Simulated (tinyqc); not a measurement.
Strain, valley repopulation and piezoresistance in a many-valley conduction band. Changing the longitudinal mass m_l. Computed by tinyqc, a small Python program. Command: `OMP_NUM_THREADS=1 python tinyqc.py 3030995 3030996 out.jsonl valleys sweep`. One thread of a shared host (Intel(R) Xeon(R) Processor @ 2.30GHz), about 0.03 s of CPU time with the checks.

Valleys are ellipsoids with mass m_l along the axis a and m_t across it, parabolic, with one constant relaxation time; strain shifts the valleys and leaves the masses alone. Currents are taken along [110], along the load, and along [001], across the load.

Inputs (values chosen for the exercise, modelled on silicon):

| quantity | value | unit |
|---|---|---|
| transverse mass m_t | 0.194 | m_0 |
| shear deformation potential Xi_u | 9.03 | eV |
| dilation deformation potential Xi_d | 1.1 | eV |
| C11 | 166 | GPa |
| C12 | 63.7 | GPa |
| C44 | 80.2 | GPa |
| stress X (tension positive) | 1200 | MPa |
| electron density n | 9.6e+18 | 1/cm^3 |
| relaxation time tau | 48 | fs |
| temperature T | 300 | K |

Valley axes: <100> (6 valleys in 3 pairs). Load: uniaxial [110].

Constants: k_B = 8.617333262e-05 eV/K; m_0 = 9.1093837015e-31 kg; k_B = 1.380649e-23 J/K; hbar = 1.054571817e-34 J s; e = 1.602176634e-19 C.

Method:
- Compliances S11 = (C11 + C12)/((C11 - C12)(C11 + 2 C12)), S12 = -C12/((C11 - C12)(C11 + 2 C12)), S44 = 1/C44; stress sigma_ij = X n_i n_j for the unit vector n of the load; e_xx = S11 sigma_xx + S12 (sigma_yy + sigma_zz), e_xy = S44 sigma_xy/2 (tensor strain).
- Herring-Vogt shift of a valley with unit axis a: dE = Xi_d tr(e) + Xi_u a.e.a.
- Each of the 6 valleys holds n_v = N_v (2/sqrt(pi)) F_1/2((E_F - dE_v)/(k_B T)), N_v = 2 (m_d k_B T/(2 pi hbar^2))^(3/2), m_d = (m_l m_t^2)^(1/3); E_F solves sum n_v = n and is counted from the unstrained edge.
- F_j(eta) = int_0^infinity x^j/(1 + exp(x - eta)) dx, without a gamma-function factor. It is evaluated after integrating by parts.
- Integrals over x = E/(k_B T) use 160 Gauss-Legendre points in u = sqrt(x) from 0 to sqrt(max(eta, 0) + 32).
- Mobility tensor mu = e tau sum_v (n_v/n) [1/m_t + (1/m_l - 1/m_t) a a^T]; unstrained mu_0 = e tau (1/m_l + 2/m_t)/3; resistivity along d from the inverse tensor, rho_d = d.mu^-1.d/(n e), mobility along d = 1/(d.mu^-1.d); gauge pi_d = (rho_d/rho_0 - 1)/X.

One run for each value:

| longitudinal mass m_l (m_0) | resistance change along the first direction (%) | resistance change along the second direction (%) | unstrained mobility mu_0 (cm^2/(V s)) |
|---|---|---|---|
| 0.23 | -3.093 | 6.82 | 412.47 |
| 0.35 | -9.468 | 26.45 | 370.52 |
| 0.52 | -13.975 | 48.13 | 344.23 |
| 0.78 | -17.352 | 72.38 | 326.19 |
| 1.20 | -19.894 | 98.68 | 313.57 |
| 1.70 | -21.366 | 119.02 | 306.67 |
| 2.60 | -22.655 | 141.44 | 300.94 |
| 3.90 | -23.514 | 159.64 | 297.33 |

Over the rows, resistance change along the first direction (%) falls from -3.09 to -23.5 (exponent d ln y / d ln x 2.7 between the first rows and 0.092 between the last); resistance change along the second direction (%) rises from 6.82 to 160 (exponent d ln y / d ln x 3.2 between the first rows and 0.30 between the last); unstrained mobility mu_0 (cm^2/(V s)) falls from 412 to 297 (exponent d ln y / d ln x -0.26 between the first rows and -0.030 between the last). Repopulation acts only through the mass anisotropy, (m_l - m_t)/(2 m_l + m_t), which tends to 1/2.

Caution (all rows): shear strain also changes the transverse masses of <100> valleys, which this model leaves out.
